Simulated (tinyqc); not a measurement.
Worked calculation: oxide trap near a transistor channel: two-state multiphonon kinetics, telegraph noise and bias instability. Computed by tinyqc, a small Python program that keeps every step. Command: `OMP_NUM_THREADS=1 python tinyqc.py 3023015 3023016 out.jsonl oxidetrap walk`. One thread of a shared host (Intel(R) Xeon(R) Processor @ 2.30GHz), about 0.01 s of CPU time with the checks. Intermediate numbers are printed to about 5 digits and carried at full precision; extremes and crossings named in words are read from the listed rows.

An n-channel device under positive gate bias. The trap is empty (state 1) or holds an electron (state 2); both states are parabolas of equal curvature, and the electron reservoir is taken at the Fermi level of the channel.

Inputs (values chosen for the exercise, with an insulator like Si3N4 on silicon):

| quantity | value | unit |
|---|---|---|
| insulator constant eps_ox | 7.18 | - |
| insulator thickness t_ox | 6.8 | nm |
| trap depth x from the interface | 2.3 | nm |
| tunnel barrier phi_b | 2.14 | eV |
| tunnelling mass m_ox | 0.4 | m_0 |
| trap level above E_F at zero field E_t | 1.4 | eV |
| relaxation energy E_R | 2.6 | eV |
| oxide field F | 5.5 | MV/cm |
| attempt rate k_0 at the interface | 2e+12 | 1/s |
| temperature T | 250 | K |
| channel width W | 290 | nm |
| channel length L | 38 | nm |
| frequency f | 4 | Hz |
| stress time t_s | 2 | s |
| trap density N_t | 1.5e+19 | cm^-3 eV^-1 |
| mean capture barrier mu_c | 1.2 | eV |
| spread of the barriers s_c | 0.15 | eV |
| saturation shift dV_max | 76 | mV |

Parts treated: one trap and an ensemble.

Constants: hbar^2/(2 m_0) = 3.80998212 eV angstrom^2; k_B = 8.617333262e-05 eV/K; e = 1.602176634e-19 C; eps_0 = 8.8541878128e-12 F/m.

## Tunnelling factor

kappa = sqrt(2 m_ox phi_b)/hbar = sqrt(m_ox phi_b/(hbar^2/2m_0)); attenuation length lambda = 1/(2 kappa); factor exp(-x/lambda) for a rectangular barrier.

kappa = 4.7400 1/nm

attenuation length lambda = 0.10549 nm

tunnelling factor = 3.3940e-10

Caution: the field lowers the tunnel barrier appreciably over the trap depth, so the rectangular barrier understates the rate.

## Barriers and time constants

E_21 = E_t - e F x is the energy of state 2 over state 1; barriers E_c = (E_R + E_21)^2/(4 E_R), E_e = E_c - E_21; tau_c = exp(E_c/k_B T)/(k_0 P), tau_e = exp(E_e/k_B T)/(k_0 P), P the tunnelling factor; occupation f_2 = tau_e/(tau_c + tau_e); 1/tau_0 = 1/tau_c + 1/tau_e.

E_21 = 0.135 eV

capture barrier E_c = 0.71925 eV

emission barrier E_e = 0.58425 eV

capture time tau_c = 4.6532e+11 s

emission time tau_e = 8.8364e+08 s

occupation f_2 = 0.0018954

tau_0 = 8.8196e+08 s

The trap is almost always empty at this bias in equilibrium, which takes about tau_0 to reach. Caution: at this temperature nuclear tunnelling through such barriers shortens the times below these classical values.

## Step height and noise

Charge-sheet step dV = e (t_ox - x)/(eps_ox eps_0 W L); Lorentzian spectrum S(f) = 4 dV^2 tau_0^2/((tau_c + tau_e)(1 + (2 pi f tau_0)^2)); corner 1/(2 pi tau_0); variance dV^2 f_2 (1 - f_2) = dV^2 tau_0/(tau_c + tau_e).

threshold step dV = 1.0291 mV

corner frequency = 1.8046e-10 Hz

S(f) = 1.4386e-20 V^2/Hz

root-mean-square noise = 0.044761 mV

f lies above the corner, on the 1/f^2 tail. Random dopants and current percolation, left out here, spread real steps around this value.

## Stress and recovery of one trap

From the zero-field occupation f(0), f(t) = f_2 + (f(0) - f_2) exp(-t/tau_0) under the field; after t_s the field is removed and f relaxes with the zero-field constants.

occupation at zero field = 5.9875e-29

tau_0 at zero field = 0.91101 s

occupation after stress = 4.2981e-12

half-time of recovery = 0.63147 s

## Bias dependence of the times

The formulas are those given above.

Against field:

| F (MV/cm) | E_21 (eV) | tau_c (s) | tau_e (s) | f_2 |
|---|---|---|---|---|
| 0.00 | 1.4000 | 1.5215e+28 | 9.1101e-01 | 5.9875e-29 |
| 1.65 | 1.0205 | 3.7717e+22 | 1.0096e+02 | 2.6769e-21 |
| 3.30 | 0.6410 | 3.3816e+17 | 4.0470e+04 | 1.1968e-13 |
| 4.40 | 0.3880 | 2.9810e+14 | 4.4940e+06 | 1.5075e-08 |
| 5.50 | 0.1350 | 4.6532e+11 | 8.8364e+08 | 1.8954e-03 |
| 6.60 | -0.1180 | 1.2861e+09 | 3.0765e+11 | 9.9584e-01 |
| 8.25 | -0.4975 | 5.4559e+05 | 5.8348e+15 | 1.0000e+00 |

ln(tau_c/tau_e) falls by e x/k_B T = 10.676 per MV/cm, which measures the depth x if the change of surface potential with bias is left aside. Over these rows tau_c shortens by 22.45 decades and tau_e lengthens by 15.81; the shares differ because E_21 is not small against E_R. The times cross at F = E_t/(e x) = 6.09 MV/cm.

## Many traps: 1/f noise

McWhorter number fluctuations for traps uniform in depth and energy: S_V = e^2 k_B T N_t lambda/(W L C_ox^2 f), C_ox = eps_ox eps_0/t_ox. The number of traps within k_B T in energy and one decade in time is N_t k_B T lambda ln(10) W L.

C_ox = 0.93490 microF/cm^2

1/f noise S_V(f) = 2.2712e-07 V^2/Hz

active traps per decade = 0.86496

With less than one active trap per decade a single device shows separate Lorentzians; 1/f is only the average over many devices. Caution: N_t k_B T lambda ln(10) W L, the number of active traps per decade, is below one, so S_V is only the mean over many devices.

## Many traps: shift under stress

For a normal spread of capture barriers (given for the stress field, with depth and field not resolved, k_0 being taken as the effective rate of the ensemble), traps with barrier below k_B T ln(k_0 t) are filled: dV(t) = (dV_max/2) erfc((mu_c - k_B T ln(k_0 t))/(sqrt(2) s_c)); local exponent n = d ln dV/d ln t (central difference, factor 1.01 in t).

filling front k_B T ln(k_0 t_s) = 0.62513 eV

shift after t_s = 0.0048208 mV

local time exponent n = 0.58399

## Power law or saturation

The extrapolation continues the power law fitted through 10 s and 1000 s.

Against stress time:

| t (s) | shift (mV) | local exponent | power law (mV) | shift at T + 50 K (mV) |
|---|---|---|---|---|
| 1.00e-03 | 3.2200e-05 | 0.73436 | 1.1189e-04 | 6.2331e-04 |
| 1.00e-01 | 7.6742e-04 | 0.64295 | 1.1603e-03 | 1.6694e-02 |
| 1.00e+01 | 1.2031e-02 | 0.55252 | 1.2031e-02 | 2.4689e-01 |
| 1.00e+03 | 1.2476e-01 | 0.46351 | 1.2476e-01 | 2.0470e+00 |
| 1.00e+05 | 8.6246e-01 | 0.37659 | 1.2936e+00 | 9.7549e+00 |
| 1.00e+07 | 4.0225e+00 | 0.29282 | 1.3414e+01 | 2.7872e+01 |
| 3.00e+08 | 9.8443e+00 | 0.23397 | 7.5468e+01 | 4.5374e+01 |

The exponent falls from 0.734 to 0.234 as the front climbs the distribution, so the power law overstates the shift at 3e8 s (about ten years) by a factor 7.67. Heating by 50 K raises the shift at 1000 s by a factor 16.4: time and temperature enter only through T ln(k_0 t).

Checks made by the program: detailed balance tau_c/tau_e = exp(E_21/k_B T) (relative difference below 1e-10); the integral of S(f) against the variance (relative difference below 1e-10).
